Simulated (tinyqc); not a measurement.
# Changing the doping N

Model: specific resistance of a metal-semiconductor contact and its transmission-line measurement. Computed by tinyqc, a small Python program. Command: `OMP_NUM_THREADS=1 python tinyqc.py 3007112 3007113 out.jsonl contact sweep`. One thread of a shared host (Intel(R) Xeon(R) Processor @ 2.30GHz), about 0.02 s of CPU time with the checks.

The barrier is parabolic (depletion approximation), energies E are normal energies counted from the band edge in the neutral semiconductor (downwards for holes), and the bias is zero. xi is an input, held fixed when other inputs move.

Inputs (values chosen for the exercise, modelled on n-type GaN):

| quantity | value | unit |
|---|---|---|
| tunnelling mass m | 0.19 | m_0 |
| permittivity eps | 9.7 | - |
| Richardson constant A* | 25.4 | A/(cm^2 K^2) |
| barrier height phi_B | 0.64 | eV |
| Fermi level above the band edge in the bulk, xi | 0.041 | eV |
| temperature T | 500 | K |

Image-force lowering: left out.

Constants: hbar = 1.054571817e-34 J s; eps_0 = 8.8541878128e-12 F/m; m_0 = 9.1093837015e-31 kg; k_B = 8.617333262e-05 eV/K; e = 1.602176634e-19 C.

Method:
- E_00 = (e hbar/2) sqrt(N/(eps eps_0 m)); band bending E_b = phi_B + xi; depletion width w = sqrt(2 eps eps_0 E_b/(e^2 N)).
- WKB transmission for E < E_b, with a = E/E_b: D = exp{-(E_b/E_00) [sqrt(1 - a) - a ln((1 + sqrt(1 - a))/sqrt(a))]}; D = 1 above.
- At zero bias 1/rho_c = (e A*/k_B^2) int D(E) f(E) dE, f = 1/(1 + exp((E - xi)/k_B T)); 200 Gauss-Legendre points from 0 to E_b, and k_B T ln(1 + exp((xi - E_b)/k_B T)) for the part above the barrier; the share of tunnelling is the part below.

One run for each value:

| doping N (1/cm^3) | specific contact resistance rho_c (ohm cm^2) | E_00/k_B T | share of tunnelling (%) | depletion width (nm) |
|---|---|---|---|---|
| 1.00e+17 | 9.1091e-03 | 0.100 | 52.468 | 85.446 |
| 2.80e+17 | 6.2599e-03 | 0.168 | 67.335 | 51.064 |
| 7.70e+17 | 3.4333e-03 | 0.279 | 82.084 | 30.793 |
| 2.20e+18 | 1.1752e-03 | 0.471 | 93.868 | 18.217 |
| 6.00e+18 | 2.0062e-04 | 0.777 | 98.953 | 11.031 |
| 1.70e+19 | 1.3931e-05 | 1.309 | 99.927 | 6.553 |
| 4.60e+19 | 1.0883e-06 | 2.153 | 99.994 | 3.984 |
| 1.30e+20 | 1.4895e-07 | 3.619 | 99.999 | 2.370 |
| 3.60e+20 | 4.1423e-08 | 6.022 | 100.000 | 1.424 |
| 1.00e+21 | 1.8517e-08 | 10.037 | 100.000 | 0.854 |

Describe and explain the trends.

Over the rows, specific contact resistance rho_c (ohm cm^2) falls from 0.00911 to 1.85e-8 (exponent d ln y / d ln x -0.36 between the first rows and -0.79 between the last); E_00/k_B T rises from 0.100 to 10.0 (exponent d ln y / d ln x about 0.50 throughout); share of tunnelling (%) rises from 52.5 to 100.0. The exponent of depletion width stays at -0.50: the depletion approximation. xi is held fixed. Doping thins the barrier, and the tunnelling exponent, of order phi_B/E_00, falls as N^(-1/2). E_00 passes 5 k_B T (field emission) between 1.30e20 and 3.60e20 per cm^3. In the last rows the barrier is no longer opaque, and rho_c levels off towards the limit set by the supply of carriers.

Caution (rows 3.60e20, 1.00e21): the barrier is thinner than 1.5 nm, about the spacing of dopants, so a smooth parabolic barrier and WKB are rough.

Extremes, crossings and ranges named in words are read from the listed rows.
